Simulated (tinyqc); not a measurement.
# Raising the compensation

Model: charge neutrality of a doped semiconductor with incomplete ionisation. Computed by tinyqc, a small Python program. Command: `OMP_NUM_THREADS=1 python tinyqc.py 3000040 3000041 out.jsonl dopant sweep`. One thread of a shared host (Intel(R) Xeon(R) Processor @ 2.30GHz), about 0.04 s of CPU time with the checks.

Energies are counted from the top of the valence band; E_D is measured down from the conduction band and E_A up from the valence band.

Inputs (values chosen for the exercise, modelled on GaSb):
```
quantity,value,unit
gap at 0 K E_g0,0.816,eV
Varshni alpha,0.000431,eV/K
Varshni beta,145,K
electron mass m_e,0.0383,m_0
valleys M_c,1,-
hole mass m_h,0.385,m_0
donor density N_D,2.8e+15,cm^-3
donor depth E_D,0.0024,eV
acceptor depth E_A,0.0312,eV
donor degeneracy g_D,2,-
acceptor degeneracy g_A,4,-
static dielectric constant eps_s,15.3,-
temperature T,250,K
iteration cap,60,-
```

Doping: n-type, compensated. Statistics of the bands: Fermi-Dirac. Solver: bisection. Start of Newton steps: intrinsic level E_i.

Constants: m_0 = 9.1093837015e-31 kg; k_B = 1.380649e-23 J/K; h = 6.62607015e-34 J s; k_B = 8.617333262e-05 eV/K.

Method:
- E_g = E_g0 - alpha T^2/(T + beta).
- N_c = 2 M_c (2 pi m_e k_B T/h^2)^(3/2) and N_v = 2 (2 pi m_h k_B T/h^2)^(3/2), masses in units of m_0.
- n_i = sqrt(N_c N_v) exp(-E_g/(2 k_B T)); E_i = E_g/2 + (k_B T/2) ln(N_v/N_c).
- n = N_c F_1/2((E_F - E_g)/k_B T), p = N_v F_1/2(-E_F/k_B T).
- F_1/2(eta) = (2/sqrt(pi)) int_0^infinity sqrt(x)/(1 + exp(x - eta)) dx, by the trapezoid rule in t = sqrt(x) with step 0.02 up to t = 12 (for eta < -12 by exp(eta) - exp(2 eta)/2^(3/2)).
- N_D+ = N_D/(1 + g_D exp((E_F - E_g + E_D)/k_B T)).
- N_A- = N_A/(1 + g_A exp((E_A - E_F)/k_B T)).
- Neutrality: p + N_D+ = n + N_A-; the log ratio is ln[(p + N_D+)/(n + N_A-)].
- Bisection of the log ratio between E = -0.3 and E_g + 0.3 eV; stop when |log ratio| < 1e-9.

One run for each value:
```
acceptor density N_A (cm^-3),majority density n (cm^-3),ionised share of the donors,distance of E_F from the majority band edge (eV)
2.80e+12,2.6838e+15,0.95950,0.08552
2.80e+13,2.6596e+15,0.95985,0.08571
1.40e+14,2.5520e+15,0.96142,0.08661
2.80e+14,2.4175e+15,0.96339,0.08778
5.60e+14,2.1486e+15,0.96735,0.09034
1.12e+15,1.6110e+15,0.97535,0.09657
1.68e+15,1.0737e+15,0.98346,0.10534
2.24e+15,5.3668e+14,0.99167,0.12031
2.66e+15,1.3414e+14,0.99791,0.15020
```

Describe and explain the trends.

Over the rows, majority density n (cm^-3) falls from 2.68e15 to 1.34e14 (exponent d ln y / d ln x -0.0039 between the first rows and -8.1 between the last); ionised share of the donors rises from 0.959 to 0.998 (exponent d ln y / d ln x 1.6e-4 between the first rows and 0.036 between the last); distance of E_F from the majority band edge (eV) rises from 0.0855 to 0.150 (exponent d ln y / d ln x 1.0e-3 between the first rows and 1.3 between the last). The ionised share rises because each acceptor takes an electron from a donor, while the free electrons become fewer.

Caution (all rows): N^(1/3) a is above 0.2 for the radius a = e^2/(8 pi eps_0 eps_s E) of the dopant: near the Mott value, 0.26, the level broadens, and above it the level has merged with the band and all dopants are ionised, so such results of a fixed depth are only formal.
